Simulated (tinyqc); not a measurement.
Penn model of the dielectric constant and Phillips ionicity: sweeps and comparisons. A value that a table varies takes the place of the one given here.

n = 32/a^3; Ep^2 = 8 pi c e2 n with c = hbar^2/2m0, e2 = e^2/(4 pi eps0); EF = c (3 pi^2 n)^(2/3); eps = 1 + (Ep/Eg)^2 S with S = 1 - Eg/(4 EF) + (Eg/(4 EF))^2/3, Eg the Penn gap. Core d shells are left out.

Phillips: bond length d = sqrt(3) a/4; homopolar gap Eh = 39.74 d^(-2.48) eV (d in angstrom); Eg^2 = Eh^2 + C^2; ionicity fi = C^2/Eg^2.

Constants: hbar^2/2m0 = 3.80998211 eV angstrom^2; e^2/(4 pi eps0) = 14.39964547 eV angstrom.

Values chosen for the exercise (out of a larger set: near those of Ge; not measured data): a = 5.682 angstrom (cubic lattice constant, 32 valence electrons a cell); C0 = 0 eV (ionic gap, held fixed); ei = 15.71 (high-frequency dielectric constant).

## Dielectric constant under pressure

The lattice constant is scaled by the factor listed; C = C0.

Results:
```
factor  Eh (eV)  Eg (eV)  Ep (eV)     eps     fi
0.94      4.968    4.968   17.017  11.638  0.000
0.96      4.715    4.715   16.488  12.097  0.000
0.98      4.480    4.480   15.986  12.566  0.000
0.99      4.369    4.369   15.744  12.804  0.000
1.00      4.261    4.261   15.509  13.045  0.000
1.01      4.157    4.157   15.279  13.288  0.000
1.02      4.057    4.057   15.055  13.533  0.000
1.04      3.866    3.866   14.623  14.031  0.000
```

How do the results move?

d ln eps/d ln a = +1.85 around factor 1: eps falls under compression. Ep^2 goes as a^-3 and Eh^2 as a^-4.96; with C fixed Eg^2 goes as a^-4.96 at fi = 0.000, and leaving S aside the two powers balance at fi = 0.395. The slope is a difference of two powers and the model omits d shells and any change of C, so it is no prediction for a real crystal; eps from C0 (row 1.00) need not match a measured ei.

## What moves the Penn gap and the ionicity

Eg from ei; fi = 1 - (Eh/Eg)^2, printed even where negative. Each row changes one parameter from the base and keeps the others.

Results:
```
case                Ep (eV)  Eg (eV)  Eh (eV)      fi
base                 15.509    3.873    4.261  -0.211
a = 5.796 angstrom   15.054    3.758    4.056  -0.165
ei = 14.14           15.509    4.088    4.261  -0.087
```

How do the results move?

The largest shifts from the base row, up to three for each result and ties (the steps differ in size, so this ranks the rows, not the parameters). Ep (eV): a -0.455; unchanged at the printed digits by ei. Eg (eV): ei +0.215, a -0.115. Eh (eV): a -0.205; unchanged at the printed digits by ei. fi: ei +0.124, a +0.045. For an elemental crystal fi should vanish; the values measure the misfit of the rule for Eh and the missing d-shell factor.

Computed by tinyqc, a small Python program: `OMP_NUM_THREADS=1 python tinyqc.py 1650386 1650387 out.jsonl` (the numbers bound the seed that draws the inputs); one thread of a shared host (Intel(R) Xeon(R) Processor @ 2.30GHz), about 0.01 s for the whole set of steps.
